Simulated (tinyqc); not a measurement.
Comparisons within one model: electrons shared among three sets of ellipsoidal valleys. A value that a table varies takes the place of the one given here.

F_j(eta) = (1/Gamma(j + 1)) integral_0^infinity x^j dx/(1 + exp(x - eta)), which tends to exp(eta) for eta << 0.

Sets L, Gamma, Delta: N_i = M_i times N = 2 (m kB T/(4 pi c))^(3/2) with c = hbar^2/2m0, in 1/angstrom^3; times 1e24 for 1/cm^3, m = (ml mt^2)^(1/3); n = sum_i N_i F_1/2((EF - dE_i)/kT), energies from the edge of the first set; mu_drift = sum of share times mobility.

Constants: hbar^2/2m0 = 3.80998211 eV angstrom^2; kB = 8.617333262e-05 eV/K.

Values chosen for the exercise (masses and offsets near those of Ge; mobilities are free inputs, held fixed; not measured data): dE = (0, 0.142, 0.184) eV (edges of L, Gamma, Delta above the first); M = (4, 1, 6) (valleys in each set); ml = (1.602, 0.042, 0.872) m0 (longitudinal masses of L, Gamma, Delta); mt = (0.083, 0.042, 0.2021) m0 (transverse masses); mu = (4500, 22000, 1000) cm^2/(V s) (mobility of each set); n = 2.7e+19 1/cm^3 (total electron density); T = 400 K.

## Transfer between valleys with temperature

Offsets, masses and mobilities are held fixed; n is fixed too, so the high values of T stand for hot electrons, not for the lattice.

Populations:
```
T (K)  EF (eV)  share L  share Gamma  share Delta  mu_drift
77      0.0579   1.0000       0.0000       0.0000      4500
150     0.0559   1.0000       0.0000       0.0000      4500
300     0.0467   0.9946       0.0002       0.0052      4485
450     0.0295   0.9635       0.0008       0.0357      4389
600     0.0046   0.9068       0.0015       0.0917      4206
900    -0.0640   0.7769       0.0028       0.2202      3779
1200   -0.1512   0.6714       0.0037       0.3249      3427
2000   -0.4390   0.5123       0.0047       0.4830      2891
```

The share of L goes from 1.000 to 0.512 and the mean mobility from 4500 to 2891 cm^2/(V s). L holds more than Gamma throughout. The share of Delta is at most 0.48.

## Transfer between valleys with doping

Parabolic valleys; band tails and gap narrowing are left out.

Populations:
```
n (1/cm^3)  EF (eV)  share L  share Gamma  share Delta  mu_drift
1.0e+16     -0.2553   0.9869       0.0003       0.0128      4461
1.0e+17     -0.1758   0.9869       0.0003       0.0128      4461
1.0e+18     -0.0958   0.9866       0.0003       0.0131      4460
3.0e+18     -0.0565   0.9860       0.0003       0.0136      4458
1.0e+19     -0.0099   0.9839       0.0004       0.0157      4452
3.0e+19      0.0418   0.9760       0.0006       0.0234      4428
1.0e+20      0.1246   0.9246       0.0017       0.0737      4272
```

The share of L goes from 0.987 to 0.925 and the mean mobility from 4461 to 4272 cm^2/(V s). L holds more than Gamma throughout. The share of Delta is at most 0.074.

## Moving the second set by strain or alloying

The second entry of dE is replaced by the values listed; a negative value puts that set lowest.

Populations:
```
offset (eV)  EF (eV)  share L  share Gamma  share Delta  mu_drift
-0.100        0.0320   0.9047       0.0757       0.0196      5756
-0.050        0.0338   0.9363       0.0430       0.0207      5181
0.000         0.0351   0.9589       0.0196       0.0215      4769
0.025         0.0355   0.9664       0.0119       0.0217      4633
0.050         0.0358   0.9714       0.0067       0.0219      4541
0.100         0.0361   0.9761       0.0018       0.0221      4455
0.150         0.0361   0.9775       0.0004       0.0221      4430
0.200         0.0361   0.9778       0.0001       0.0221      4424
0.300         0.0362   0.9779       0.0000       0.0221      4423
```

The share of L goes from 0.905 to 0.978 and the mean mobility from 5756 to 4423 cm^2/(V s). L holds more than Gamma throughout. The share of Delta is at most 0.022. With Boltzmann statistics the first two sets are equal at kT ln(N_2/N_1) = -0.1340 eV.

## What moves the populations

All else solved anew. Each row changes one parameter from the base and keeps the others.

Results:
```
case                                 EF (eV)  share L  share Gamma  share Delta  mu_drift (cm^2/(V s))
base                                  0.0361   0.9773       0.0006       0.0221                   4432
T = 450 K                             0.0295   0.9635       0.0008       0.0357                   4389
n = 8.1e+19 1/cm^3                    0.1073   0.9423       0.0013       0.0563                   4326
dE = (0, 0.1136, 0.184) eV            0.0361   0.9767       0.0013       0.0221                   4445
mt = (0.083, 0.0504, 0.2021) m0       0.0361   0.9772       0.0007       0.0221                   4434
ml = (1.602, 0.0504, 0.872) m0        0.0361   0.9773       0.0006       0.0221                   4433
mu = (5400, 22000, 1000) cm^2/(V s)   0.0361   0.9773       0.0006       0.0221                   5312
```

The largest shifts from the base row, up to three for each result and ties (the steps differ in size, so this ranks the rows, not the parameters). EF (eV): n +0.0712, T -0.0066; unchanged at the printed digits by dE, mt, ml and mu. share L: n -0.0350, T -0.0139, dE -0.0007; unchanged at the printed digits by ml and mu. share Gamma: n +0.0008, dE +0.0007, T +0.0002; unchanged at the printed digits by ml and mu. share Delta: n +0.0342, T +0.0137; unchanged at the printed digits by dE, mt, ml and mu. mu_drift (cm^2/(V s)): mu +880, n -106, T -44.

tinyqc: `OMP_NUM_THREADS=1 python tinyqc.py 1680039 1680040 out.jsonl`; about 0.01 s, one thread, shared Intel(R) Xeon(R) Processor @ 2.30GHz.
